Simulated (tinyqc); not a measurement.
## Margin needed against array size

Cells fail independently with probability Q(k) = erfc(k/sqrt(2))/2 when the margin is k standard deviations, and Y = exp(-Nb Q(k)). phi = exp(-k^2/2)/sqrt(2 pi).  k solves Y = exp(-Nb Q(k)); the estimate is sqrt(2 ln(Nb/(-ln Y))).

Values chosen for this exercise:
```
symbol,value,unit,meaning
Y,0.99,,wanted yield
```

Result of one run:

| Nb | allowed Q | k | estimate |
|---|---|---|---|
| 128 | 7.8518e-5 | 3.7797 | 4.3479 |

What becomes of these results when the number of cells Nb is changed from 128 to 134217728, all else the same?

Result of the changed run:

| Nb | allowed Q | k | estimate |
|---|---|---|---|
| 134217728 | 7.4881e-11 | 6.4056 | 6.8286 |

The whole series:

| Nb | allowed Q | k | estimate |
|---|---|---|---|
| 128 | 7.8518e-5 | 3.7797 | 4.3479 |
| 2048 | 4.9074e-6 | 4.4212 | 4.9446 |
| 32768 | 3.0671e-7 | 4.9869 | 5.4767 |
| 524288 | 1.9169e-8 | 5.4983 | 5.9615 |
| 8388608 | 1.1981e-9 | 5.9684 | 6.4098 |
| 134217728 | 7.4881e-11 | 6.4056 | 6.8286 |
| 2147483648 | 4.6801e-12 | 6.8160 | 7.2233 |

A 1.68e7-fold larger array raises k only from 3.78 to 6.82; the last factor of 16 costs 0.41 standard deviations. The estimate, which drops the factor 1/(k sqrt(2 pi)) of the tail, is 15 % above k in the first row and 6.0 % above it in the last.

tinyqc, about 0.01 s, one thread, Intel Xeon 2.30GHz (shared host): `OMP_NUM_THREADS=1 python tinyqc.py 2090160 2090161 out.jsonl`
